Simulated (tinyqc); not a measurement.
Changing the grain-boundary energy gamma_b: capillary instabilities by surface diffusion: grooving and agglomeration of films, edge retraction, wire break-up and smoothing of roughness. Computed by tinyqc, a small Python program. Command: `OMP_NUM_THREADS=1 python tinyqc.py 3006122 3006123 out.jsonl dewet sweep`. One thread of a shared host (Intel(R) Xeon(R) Processor @ 2.30GHz), about 0.01 s of CPU time with the checks.

Isotropic surface energy; shapes change by surface diffusion alone.

Inputs (values chosen for the exercise, of the order of those of silicon on oxide):

| quantity | value | unit |
|---|---|---|
| surface energy gamma_s | 1.43 | J/m^2 |
| atomic volume Omega | 20 | angstrom^3 |
| surface sites nu | 8.9 | 1/nm^2 |
| prefactor D0 | 7.4e-06 | m^2/s |
| activation energy Q | 2.32 | eV |
| temperature T | 1220 | K |
| time t | 6300 | s |
| film thickness h | 15 | nm |
| grain radius R | 50 | nm |

Grooves: at the surface only.

Constants: k_B = 8.617333262e-05 eV/K; k_B = 1.380649e-23 J/K.

Method:
- B = D_s nu gamma_s Omega^2/(k_B T), D_s = D0 exp(-Q/(k_B T)).
- Groove angle beta: sin(beta) = gamma_b/(2 gamma). For circular grains of radius R with spherical caps the groove ends (measured from the mean surface) at the depth R g(beta), g = (2 - 3 cos beta + cos^3 beta)/(3 sin^3 beta). The film parts if R g(beta_s) > h.
- Mullins' isolated groove: depth below the flat surface d = 0.780 m (B t)^(1/4), m = tan(beta_s), width between the ridges 4.6 (B t)^(1/4); time to reach h: (h/(0.780 m))^4/B.

One run for each value:

| grain-boundary energy gamma_b (J/m^2) | critical R/h | beta_s (degrees) | time to reach the substrate (s) |
|---|---|---|---|
| 0.143 | 79.933 | 2.866 | 3.7342e+07 |
| 0.266 | 42.883 | 5.337 | 3.0807e+06 |
| 0.388 | 29.303 | 7.797 | 6.6720e+05 |
| 0.511 | 22.147 | 10.292 | 2.1570e+05 |
| 0.633 | 17.774 | 12.787 | 8.8405e+04 |
| 0.756 | 14.774 | 15.327 | 4.1564e+04 |
| 0.878 | 12.611 | 17.878 | 2.1665e+04 |
| 1.000 | 10.960 | 20.466 | 1.2091e+04 |

Over the rows, critical R/h falls from 79.9 to 11.0 (exponent d ln y / d ln x -1.0 between the first rows and -1.1 between the last); beta_s (degrees) rises from 2.87 to 20.5 (exponent d ln y / d ln x about 1.0 throughout); time to reach the substrate (s) falls from 3.73e7 to 12100 (exponent d ln y / d ln x -4.0 between the first rows and -4.5 between the last). At the low end the exponent of critical R/h is -1.00, close to -1: g is about beta/4 for small angles.

Caution (all rows): the grains are too small for the surface groove ever to reach the depth h.
